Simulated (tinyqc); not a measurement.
Six materials: three-level Kane formulas for mass and g factor.

1/m = 1 + (Ep/3)(2/Eg + 1/(Eg + Dso)), g = 2 - (2 Ep/3)(1/Eg - 1/(Eg + Dso)). The inputs are values chosen for the exercise.

Results:
```
case         Eg (eV)  Dso (eV)  Ep (eV)  m (m0)        g   Eg/Ep
A near InP     1.449     0.110     20.7  0.0669    1.328  0.0700
B near InSb    0.236     0.808     22.8  0.0138  -47.847  0.0104
C near InAs    0.425     0.384     21.8  0.0226  -14.232  0.0195
D near GaAs    1.536     0.345     25.5  0.0603   -0.030  0.0602
E near GaP     2.908     0.081     31.8  0.0845    1.802  0.0914
F near GaSb    0.826     0.745     26.5  0.0357   -8.143  0.0312
```

The mass follows the gap: m/(Eg/Ep) lies between 0.92 and 1.33, while m itself spans a factor of 6.1. The order by mass differs from the order by gap. g is negative for B, C, D and F; it needs Ep Dso > 3 Eg (Eg + Dso). Where g is small, two larger terms cancel: 5 % in Ep moves g by (2 - g)/20, and the levels left out move it by tenths. Remote bands, left out here, make real masses heavier, by up to a half in the wider-gap crystals. All rows are for the Gamma valley, which is not the lowest one in GaP and Ge.

tinyqc: `OMP_NUM_THREADS=1 python tinyqc.py 1051101 1051102 out.jsonl`; about 0.01 s, one thread, shared Intel(R) Xeon(R) Processor @ 2.30GHz.
